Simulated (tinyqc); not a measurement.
Gaps across the alloy: alloy A(1-x)B(x) by interpolation with bowing.

Each gap follows E(x) = (1 - x) E_A + x E_B - C x (1 - x); the lattice constant follows Vegard, a(x) = (1 - x) a_A + x a_B.

Constants: hc = 1239.841984 eV nm.

Parameters, chosen for this exercise (A near InP, B near GaP; shifted at random, so the results belong to these values and not to a real crystal):
- a = (5.87, 5.457) angstrom (lattice constant of A, B)
- Eg = (1.419, 2.844) eV (gap at Gamma to the s-like level of A, B)
- EgX = (2.358, 2.327) eV (gap to the lowest valley along Gamma-X of A, B)
- EgL = (2.032, 2.746) eV (gap to L of A, B)
- C = (0.701, 0.212, 1.073) eV (bowing of the Gamma, X and L gaps)

Eleven compositions.

Gaps (eV):

| x | a (angstrom) | Gamma | X | L | lowest | wavelength (nm) |
|---|---|---|---|---|---|---|
| 0.0 | 5.8700 | 1.419 | 2.358 | 2.032 | Gamma | 874 |
| 0.1 | 5.8287 | 1.498 | 2.336 | 2.007 | Gamma | 827 |
| 0.2 | 5.7874 | 1.592 | 2.318 | 2.003 | Gamma | 779 |
| 0.3 | 5.7461 | 1.699 | 2.304 | 2.021 | Gamma | 730 |
| 0.4 | 5.7048 | 1.821 | 2.295 | 2.060 | Gamma | 681 |
| 0.5 | 5.6635 | 1.956 | 2.289 | 2.121 | Gamma | 634 |
| 0.6 | 5.6222 | 2.106 | 2.289 | 2.203 | Gamma | 589 |
| 0.7 | 5.5809 | 2.269 | 2.292 | 2.306 | Gamma | 546 |
| 0.8 | 5.5396 | 2.447 | 2.299 | 2.432 | X | 539 |
| 0.9 | 5.4983 | 2.638 | 2.311 | 2.578 | X | 536 |
| 1.0 | 5.4570 | 2.844 | 2.327 | 2.746 | X | 533 |

The lowest valley changes at x = 0.714 (Gamma to X, gap 2.293 eV). The Gamma gap is monotonic, since its bowing (0.701 eV) is smaller than the difference of the end gaps (1.425 eV); at x = 0.5 bowing lowers it by C/4 = 0.175 eV.

Run: tinyqc, `OMP_NUM_THREADS=1 python tinyqc.py 1081237 1081238 out.jsonl`; Intel(R) Xeon(R) Processor @ 2.30GHz, one thread, shared host; about 0.01 s of CPU time with all checks.
